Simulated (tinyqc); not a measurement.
# Worked calculation: electron mobility in a silicon inversion layer, empirical terms and Matthiessen rule

Numbers from tinyqc (`OMP_NUM_THREADS=1 python tinyqc.py 2510172 2510173 out.jsonl`; about 0.01 s on one thread of a shared Intel Xeon 2.30GHz). Printed values are rounded.

Inversion layer of sheet density Ns on a uniformly doped body. The mobility terms are empirical power laws with prefactors chosen for the exercise; adding their inverses (Matthiessen) is itself an approximation.

Values chosen for this exercise; material values close to those of silicon:
```
symbol,value,unit,meaning
T,300,K,temperature
Eg,1.11,eV,band gap
eps_r,11.6,,relative permittivity of the semiconductor
Nc,2.78e19,cm^-3,conduction-band density of states at T
Nv,2.7e19,cm^-3,valence-band density of states at T
Nb,2.2e17,cm^-3,body doping
Vsb,1,V,reverse body bias
eta,0.5,,weight of the inversion charge in the effective field
Cox,0.71,uF/cm^2,gate capacitance
Ap,411,cm^2/(V s),phonon-limited mobility at 1 MV/cm and 300 K
As,1300,cm^2/(V s),roughness-limited mobility at 1 MV/cm
gs,2,,exponent of the roughness term
Ac,3600,cm^2/(V s),Coulomb prefactor
Nit,6.2e11,cm^-2,charge at the interface
Ns,4.8e12,cm^-2,inversion density
WL,20,,ratio W/L
Vd,0.02,V,drain voltage
I,99.5,uA,measured linear current
```

Constants: q = 1.602176634e-19 C, kB = 1.380649e-23 J/K, Vt = kB T/q, eps0 = 8.8541878128e-14 F/cm where lengths are in cm. Results are converted to the units shown.

## Depletion charge and effective field

ni = sqrt(Nc Nv) exp(-Eg/(2 Vt)), Eg in volts; Ndep = sqrt(2 eps0 eps_r Nb (2 Vt ln(Nb/ni) + Vsb)/q); E = q (Ndep + eta Ns)/(eps0 eps_r), in MV/cm.

ni = 1.30051e10 cm^-3
Ndep = 2.29084e12 cm^-2
E = 0.731736 MV/cm

The depletion charge gives 48.8 % of the field.

## Mobility terms and their sum

With t = T/(300 K): muC = Ac (Ns/1e12 cm^-2) t/(Nb/1e17 cm^-3 + Nit/1e11 cm^-2), muP = Ap E^(-1/3) t^(-1.75), muS = As E^(-gs); 1/mu is the sum of the inverses.

terms (cm^2/(V s)): Coulomb 2057.14, phonon 456.097, roughness 2427.92
mu = 323.572 cm^2/(V s)
shares of 1/mu (%): Coulomb 15.7292, phonon 70.9437, roughness 13.3271

The phonon term limits most.

## Iteration 1: inversion density for the measured current

Ns at the start = 7.2e12 cm^-2

I = (W/L) q Ns mu Vd. E = q (Ndep + eta Ns)/(eps0 eps_r) in MV/cm. With t = T/(300 K): muC = Ac (Ns/1e12 cm^-2) t/(Nb/1e17 cm^-3 + Nit/1e11 cm^-2), muP = Ap E^(-1/3) t^(-1.75), muS = As E^(-gs); 1/mu is the sum of the inverses. Ns(new) = I/((W/L) q mu Vd).

E = 0.918927 MV/cm
mu = 299.481 cm^2/(V s)
Ns after iteration 1 = 5.18422e12 cm^-2

## Iteration 2: inversion density for the measured current

As before.

E = 0.761704 MV/cm
mu = 320.674 cm^2/(V s)
Ns after iteration 2 = 4.84160e12 cm^-2

## Course of the iteration: inversion density for the measured current

Stop when Ns changes by less than 1e5 cm^-2, or after 120 iterations.

Course of the iteration:
```
iteration  Ns (cm^-2)  |change| (cm^-2)
1          5.18422e12           2.02e12
2          4.84160e12           3.43e11
3          4.80246e12           3.91e10
4          4.79849e12            3.98e9
5          4.79809e12            3.98e8
6          4.79805e12            3.98e7
7          4.79804e12            3.97e6
8          4.79804e12            3.97e5
9          4.79804e12            3.96e4
```

Converged in 9 iterations. At the end each change is about 0.10 times the one before: linear convergence.

## Split C-V extraction

```
point  Vg (V)  Cgc (uF/cm^2)      I (uA)
0         0.1     5.71855e-5  3.31175e-9
1         0.2     0.00147273  2.20041e-6
2         0.3      0.0361439  0.00138581
3         0.4       0.412195    0.352339
4         0.5       0.690663     4.72928
5         0.6       0.709230     13.2983
6         0.7       0.709970     23.4850
7         0.8       0.709999     34.1891
8         0.9       0.710000     44.9120
9           1       0.710000     55.4059
10        1.1       0.710000     65.5450
11        1.2           0.71     75.2666
12        1.3           0.71     84.5433
```

Q(Vg) is the trapezoid sum of Cgc from the first point (where Q is taken as 0); mu_eff = I/((W/L) Q Vd); mu_FE = (dI/dVg)/((W/L) Cox Vd) with a backward difference. Listed from point 4 on.

```
point  Q (uC/cm^2)  mu_eff (cm^2/(V s))  mu_FE (cm^2/(V s))
4        0.0795171              148.688             154.118
5         0.149512              222.362             301.725
6         0.220472              266.304             358.688
7         0.291470              293.247             376.903
8         0.362470              309.763             377.566
9         0.433470              319.549             369.506
10        0.504470              324.821             357.009
11        0.575470              326.979             342.313
12        0.646470              326.942             326.642
```

At the last point mu_FE is 0.092 % below mu_eff.
